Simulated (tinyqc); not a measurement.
Bandgap voltage reference from two bipolar transistors: one step of the calculation.

Two transistors of area 1 and N carry the same current I. Is(T) = Is (T/T0)^eta exp[(Vg0 q/kB)(1/T0 - 1/T)], VBE1 = Vt ln(I/Is(T)) + I rb, VBE2 = Vt ln(I/(N Is(T))) + I rb/N. The amplifier forces I R1(T) = VBE1 - VBE2 + Vos, with R(T) = R (1 + tc (T - T0)) for both resistors, and the output is Vref = VBE1 + I R2(T). Base currents and the Early effect are neglected.

Task. Operating point at the reference temperature. Vt = kB T/q; I = (Vt ln N + Vos)/(R1(T) - rb (1 - 1/N)). Evaluate at T = T0.

Inputs (values chosen for the exercise); values of the order met in silicon bipolar transistors:
```
symbol    value   unit                                                   meaning
T0          298      K                                     reference temperature
Vg0       1.181      V                      band-gap voltage extrapolated to 0 K
eta         3.7                   temperature exponent of the saturation current
Is      1.5e-17      A           saturation current of the unit transistor at T0
N             4                              area ratio of the second transistor
R1          5.1   kohm  resistor across which the difference of VBE falls, at T0
tc            0  ppm/K                 temperature coefficient of both resistors
Vos           0     mV                                   offset of the amplifier
rb          140    ohm                  series resistance of the unit transistor
R2        79.99   kohm                                     output resistor at T0
```

Constants: q = 1.602176634e-19 C, kB = 1.380649e-23 J/K. Results are converted to the units shown.

Give: Vt; I; Is(T); VBE1; I R2; Vref.

Result.

Vt = 0.02568 V
I = 7.127 uA
Is(T) = 1.500e-17 A
VBE1 = 0.6914 V
I R2 = 0.5701 V
Vref = 1.262 V

Program tinyqc, `OMP_NUM_THREADS=1 python tinyqc.py 2062108 2062109 out.jsonl`; Intel Xeon 2.30GHz, shared host, one thread, about 0.02 s.
